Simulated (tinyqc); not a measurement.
Worked calculation: WKB tunnelling through a gate dielectric with a two-band (Franz) dispersion. Values are carried at full precision from step to step, so a last printed digit may differ when a step is redone from the rounded ones.

Constants: hbar^2/2m0 = 3.80998211 eV angstrom^2.

Values chosen for the exercise (of the size used for SiO2 on silicon; the results hold for these values, not for the real material): phi = 3.07 eV (barrier above the electron energy at the emitter); t = 21 angstrom (thickness); V = 1.7 V (voltage across the layer); Eg = 8.75 eV (gap of the dielectric); m = 0.44 m0 (mass at the conduction edge).

## Shape of the barrier

Field V/t (1 V/angstrom = 100 MV/cm), the end of the forbidden region x_e = min(t, phi t/V), and u there.

field = 8.10 MV/cm
x_e = 21.00 angstrom
u(x_e) = 1.370 eV

V < phi: a trapezoid, direct tunnelling through the whole layer.

## Decay constant through the layer

At depth x the conduction edge lies u(x) = phi - V x/t above the electron. Parabolic: kappa = sqrt(m u/c). Franz: kappa = sqrt(m u (1 - u/Eg)/c), which vanishes at both band edges. c = hbar^2/2m0. T = exp(-2 integral of kappa dx) over the region u > 0; no image force, no prefactor, zero transverse momentum. The region ends at x_e = min(t, phi t/V); x_e < t is the Fowler-Nordheim regime.

Nine points x = j x_e/8.

kappa (1/angstrom):

| x (angstrom) | u (eV) | parabolic | Franz |
|---|---|---|---|
| 0.000 | 3.0700 | 0.5954 | 0.4797 |
| 2.625 | 2.8575 | 0.5745 | 0.4714 |
| 5.250 | 2.6450 | 0.5527 | 0.4617 |
| 7.875 | 2.4325 | 0.5300 | 0.4504 |
| 10.500 | 2.2200 | 0.5063 | 0.4374 |
| 13.125 | 2.0075 | 0.4815 | 0.4227 |
| 15.750 | 1.7950 | 0.4553 | 0.4059 |
| 18.375 | 1.5825 | 0.4275 | 0.3869 |
| 21.000 | 1.3700 | 0.3978 | 0.3653 |

At the emitter the Franz value is 19.4 % below the parabolic one, the factor sqrt(1 - phi/Eg).

## The integrals by Simpson's rule

Weights 1, 4, 2, 4, 2, 4, 2, 4, 1 times a third of the spacing.

integral of kappa dx: parabolic 10.566, Franz 9.083

## The integrals in closed form

Parabolic: (2/3) sqrt(m/c) (t/V) (phi^(3/2) - u_e^(3/2)). Franz: sqrt(m/c) Eg^(3/2) (t/V) (f(phi/Eg) - f(u_e/Eg)) with f(y) = ((2y - 1) sqrt(y (1 - y)) + arcsin(sqrt y))/4. u_e = max(phi - V, 0). T = exp(-2 I).

integral of kappa dx: parabolic 10.5663, Franz 9.0829

T: parabolic 6.64e-10, Franz 1.29e-08

The two-band dispersion raises T by a factor 19.4.

## Checks

- Franz integral in closed form against adaptive quadrature: both 9.08291.

(tinyqc, `OMP_NUM_THREADS=1 python tinyqc.py 1480142 1480143 out.jsonl`, Intel(R) Xeon(R) Processor @ 2.30GHz, 1 thread, shared host, about 0.01 s.)
